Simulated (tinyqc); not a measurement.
Inside a calculation. Method: Pariser-Parr-Pople SCF with singles CI, for the molecule C=C1C=C(F)C=C1C=O (SMILES; centres numbered as the heavy atoms are written). One step of it, computed by the program tinyqc.

Problem. Iteration 2: orbitals and new P. Diagonalise F (the basis is taken as orthonormal) and form P = 2 sum c c over the lowest orbitals; 0.3 of the old P is kept.

F (eV), lower triangle:
```
,1C,2C,3C,4C,5F,6C,7C,8C,9O
1C,-5.674811
2C,-5.244603,-5.464020
3C,-0.031812,-4.255366,-5.676616
4C,0.572037,0.160420,-5.004787,-5.918191
5F,-0.402396,0.107374,0.658626,-3.663676,-18.588439
6C,0.482964,0.277706,0.425092,-4.125636,0.038636,-5.369154
7C,-0.556437,-3.779551,0.647436,0.157774,0.213937,-5.203800,-5.435993
8C,0.046269,-0.104335,0.170515,0.118027,-0.016138,-0.258535,-3.889532,-4.600413
9O,0.191283,0.149122,-0.213406,-0.051009,-0.092514,0.709849,0.076567,-5.984081,-9.738701
```

pi electrons, sum of z_r less the charge = 10

P after iteration 1, lower triangle:
```
,1C,2C,3C,4C,5F,6C,7C,8C,9O
1C,0.872998
2C,0.761164,0.990101
3C,0.012420,0.499238,1.198048
4C,-0.305657,-0.058127,0.697528,1.087207
5F,0.279858,-0.055615,-0.242141,0.364281,1.732262
6C,-0.258062,-0.100624,-0.154021,0.464874,-0.014204,1.071195
7C,0.217166,0.373147,-0.234599,-0.057179,-0.110820,0.750537,0.982961
8C,-0.021264,0.040722,-0.091105,-0.063066,0.011223,0.100928,0.402278,0.789006
9O,-0.121501,-0.080853,0.142013,0.031336,0.070067,-0.307821,-0.028291,0.862347,1.276221
```

Give: orbital energies; P after iteration 2.

Solution.

orbital energies (eV): -19.704  -15.026  -13.582  -10.860  -9.912  -3.070  -0.230  2.544  3.374

P after iteration 2, lower triangle:
```
,1C,2C,3C,4C,5F,6C,7C,8C,9O
1C,0.828
2C,0.804,0.992
3C,0.078,0.460,1.132
4C,-0.332,-0.040,0.758,1.044
5F,0.177,-0.027,-0.203,0.264,1.882
6C,-0.279,-0.098,-0.094,0.462,-0.042,1.015
7C,0.216,0.346,-0.280,-0.044,-0.056,0.762,1.015
8C,-0.009,0.042,-0.109,-0.059,0.008,0.135,0.396,0.712
9O,-0.110,-0.066,0.152,0.026,0.028,-0.286,-0.050,0.844,1.380
```
